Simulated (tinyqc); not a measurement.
What each parameter does: Bethe-Salpeter matrix of a two-band square lattice (Tamm-Dancoff form).

One valence and one conduction band, lattice period 1, mesh k = 2 pi j/N along each axis (first index slowest). Pair energies D(k) = Eg + 2 t sum(1 - cos k), t = tc + tv. Screened attraction W(R) = U at R = 0 and V/|R| otherwise, R over the N x N cells with the nearest image; W(q) = sum_R W(R) cos(q R). H(k, k') = D(k) delta - W(k - k')/Nk + 2 J/Nk for singlets (J = 0 for triplets), Nk the number of k points. With a constant transition dipole the strength of a state is f = (sum_k A_k)^2/Nk, and the f sum to 1.

Inputs chosen for the exercise: Eg = 4.6 eV (quasiparticle gap); tc = 0.12 eV (conduction hopping); tv = 0.15 eV (valence hopping); U = 1.55 eV (attraction in the same cell); V = 0 eV (attraction at one cell distance); J = 0.3 eV (exchange in the same cell).

N = 24: lowest singlet, its binding and f, and the singlet-triplet splitting.

Results for these values:
```
case  singlet (eV)  binding (eV)      f  splitting (eV)
base        4.4068        0.1932  0.643          0.4699
```

What happens to each result for J = 0.45 eV, all else kept?

Answer: singlet rises from 4.4068 to 4.5570; binding falls from 0.1932 to 0.0430; f falls from 0.643 to 0.325; splitting rises from 0.4699 to 0.6201.

The same for each parameter in turn:
```
case          singlet (eV)  binding (eV)      f  splitting (eV)
base                4.4068        0.1932  0.643          0.4699
Eg = 4.8 eV         4.6068        0.1932  0.643          0.4699
tc = 0.16 eV        4.4617        0.1383  0.538          0.4279
tv = 0.09 eV        4.2971        0.3029  0.786          0.5229
U = 1.86 eV         4.1800        0.4200  0.799          0.5198
V = 0.1 eV          4.3745        0.2255  0.592          0.4507
J = 0.45 eV         4.5570        0.0430  0.325          0.6201
```

At zero total momentum only the sum tc + tv enters.

Run: tinyqc, `OMP_NUM_THREADS=1 python tinyqc.py 1280124 1280125 out.jsonl`; Intel(R) Xeon(R) Processor @ 2.30GHz, one thread, shared host; about 1 s of CPU time with all checks.
